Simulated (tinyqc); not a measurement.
Dispersion against the sound-wave line: Born-von Karman spring model of a cubic crystal with one atom per cell. Computed by tinyqc, a small Python program. Command: `OMP_NUM_THREADS=1 python tinyqc.py 3015253 3015254 out.jsonl springs walk`. One thread of a shared host (Intel(R) Xeon(R) Processor @ 2.30GHz), about 0.1 s of CPU time with the checks.

First neighbours lie at a/2 (1,1,1) (8 of them), second at a (1,0,0) (6), with all permutations and signs; the volume per atom is Omega = a^3/2. Two shells of springs match a real metal only roughly, above all at the zone boundary.

Inputs (values chosen for the exercise, modelled on tantalum): atomic mass M = 180.95 u; radial spring k1L = 3.25 eV/angstrom^2; transverse spring k1T = -0.3 eV/angstrom^2; radial spring k2L = 1.9 eV/angstrom^2; transverse spring k2T = -0.07 eV/angstrom^2.

Lattice: bcc.

Constants: nu for 1 eV/(angstrom^2 u) = 15.6333042 THz.

Method:
- A neighbour at R with unit vector n couples by the matrix K(R) = kL n n^T + kT (1 - n n^T), and D(q) = (1/M) sum_R K(R) [1 - cos(q.R)].
- An eigenvalue lambda of D in eV/(angstrom^2 u) gives nu = 15.6333042 THz x sqrt(lambda).
- The last column divides the top branch by the straight line with its slope at G. End points in 2 pi/a: H = (1, 0, 0), N = (0.5, 0.5, 0).

Frequencies (THz) along two lines:
```
line  fraction of the way    nu 1    nu 2    nu 3  nu 3 / linear
G-H                  0.10  0.6565  0.6565  1.2031        0.98754
G-H                  0.25  1.6145  1.6145  2.8157        0.92450
G-H                  0.40  2.5006  2.5006  3.9850        0.81777
G-H                  0.55  3.2663  3.2663  4.5882        0.68477
G-H                  0.70  3.8610  3.8610  4.6769        0.54843
G-H                  0.85  4.2392  4.2392  4.4905        0.43365
G-H                  1.00  4.3691  4.3691  4.3691        0.35864
G-N                  0.10  0.4033  0.4637  0.8879        0.99589
G-N                  0.25  0.9865  1.1345  2.1721        0.97450
G-N                  0.40  1.5152  1.7425  3.3363        0.93549
G-N                  0.55  1.9602  2.2542  4.3161        0.88016
G-N                  0.70  2.2969  2.6414  5.0574        0.81033
G-N                  0.85  2.5066  2.8826  5.5192        0.72827
G-N                  1.00  2.5778  2.9645  5.6760        0.63662
```

What follows from these numbers?

Along G-H the top branch ends at 36 % of its linear extrapolation. Along G-N the top branch ends at 64 % of its linear extrapolation, which is the 2/pi of a pure sine: planes normal to this line couple to their next planes alone. A Debye model keeps the straight line throughout.
